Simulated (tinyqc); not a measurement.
Band gaps under pressure and temperature from deformation potentials: sweeps and comparisons. A value that a table varies takes the place of the one given here.

Murnaghan: V/V0 = (1 + Bp P/B0)^(-1/Bp), B0 = (C11 + 2 C12)/3. Each gap moves by a ln(V/V0) with its volume potential a, and falls with temperature by aV T^2/(T + bV) (Varshni); the two effects are added. No change of phase is considered.

Constants: hc = 1239.841984 eV nm.

Values chosen for the exercise (near those of GaSb, the X and L potentials typical of such crystals; shifted at random, so the results belong to these values and not to a real crystal):
- Eg = 0.808 eV (gap at Gamma to the s-like level at 0 K, 0 GPa)
- EgX = 1.139 eV (gap to X at 0 K, 0 GPa)
- EgL = 0.872 eV (gap to L at 0 K, 0 GPa)
- C11 = 87.1 GPa
- C12 = 40.1 GPa
- Bp = 4.89 (pressure derivative of the bulk modulus)
- aG = -8.22 eV (volume potential of the Gamma gap)
- aX = 1.47 eV (volume potential of the X gap)
- aL = -4.07 eV (volume potential of the L gap)
- aV = (0.402, 0.454, 0.603) meV/K (Varshni alpha of Gamma, X, L)
- bV = (146, 96, 134) K (Varshni beta of Gamma, X, L)
- T = 200 K (temperature)
- P = 4 GPa (pressure)

## Gaps against pressure

The last column is the linear form E0 + c1 P for Gamma, c1 = -aG/B0.

Gaps (eV):
```
P (GPa)  ln(V/V0)  Gamma      X      L  lowest  Gamma, linear
0.00       0.0000  0.762  1.078  0.800   Gamma          0.762
0.75      -0.0130  0.869  1.059  0.853       L          0.872
1.50      -0.0253  0.969  1.041  0.903       L          0.983
2.25      -0.0368  1.064  1.024  0.950       L          1.093
3.00      -0.0478  1.154  1.007  0.994       L          1.204
3.75      -0.0581  1.239  0.992  1.036       X          1.314
4.50      -0.0680  1.321  0.978  1.077       X          1.425
5.25      -0.0774  1.398  0.964  1.115       X          1.535
6.00      -0.0864  1.472  0.951  1.152       X          1.646
```

Over 6 GPa Gamma moves by +0.711, L by +0.352 and X by -0.127 eV. The lowest valley changes: Gamma to L between 0.00 and 0.75 GPa, L to X between 3.00 and 3.75 GPa, and the fundamental gap peaks at 0.994 eV on these points. The linear form overshoots by 174 meV at the end, because the crystal stiffens; the gap is linear in ln V, not in P.

## Gaps against temperature

At the pressure P; wavelength hc/E of the lowest gap.

Gaps (eV):
```
T (K)   Gamma       X       L  lowest  wavelength (nm)
0      1.3134  1.0486  1.1222       X           1182.4
50     1.3083  1.0408  1.1140       X           1191.2
100    1.2971  1.0255  1.0965       X           1209.1
200    1.2669  0.9873  1.0500       X           1255.8
300    1.2323  0.9454  0.9972       X           1311.4
400    1.1956  0.9022  0.9416       X           1374.3
500    1.1578  0.8582  0.8845       X           1444.7
600    1.1194  0.8138  0.8265       X           1523.5
```

From 0 to 100 K the Gamma gap falls by 16.3 meV, from 500 to 600 K by 38.4 meV: quadratic below bV, linear with a slope tending to aV = 0.402 meV/K above. X stays lowest. A pressure of 0.55 GPa, with the slope -aG/B0 at zero pressure, would undo the fall of the Gamma gap from 0 to 300 K.

## What each parameter does

Gaps at P and T. Each row changes one parameter from the base and keeps the others.

Results:
```
case             Gamma (eV)  X (eV)  L (eV)
base                 1.2669  0.9873  1.0500
T = 250 K            1.2500  0.9666  1.0241
C11 = 78.39 GPa      1.2907  0.9830  1.0618
C12 = 44.11 GPa      1.2468  0.9909  1.0401
Bp = 4.401           1.2739  0.9860  1.0535
aG = -7.398 eV       1.2164  0.9873  1.0500
aX = 1.617 eV        1.2669  0.9782  1.0500
aL = -3.663 eV       1.2669  0.9873  1.0250
P = 3.6 GPa          1.2227  0.9952  1.0281
```

The largest shifts from the base row, up to three for each result and ties (the steps differ in size, so this ranks the rows, not the parameters). Gamma (eV): aG -0.0505, P -0.0442, C11 +0.0238; unchanged at the printed digits by aX and aL. X (eV): T -0.0207, aX -0.0090, P +0.0079; unchanged at the printed digits by aG and aL. L (eV): T -0.0259, aL -0.0250, P -0.0219; unchanged at the printed digits by aG and aX.

Computed by tinyqc, a small Python program: `OMP_NUM_THREADS=1 python tinyqc.py 1050959 1050960 out.jsonl` (the numbers bound the seed that draws the inputs); one thread of a shared host (Intel(R) Xeon(R) Processor @ 2.30GHz), about 0.01 s for the whole set of steps.
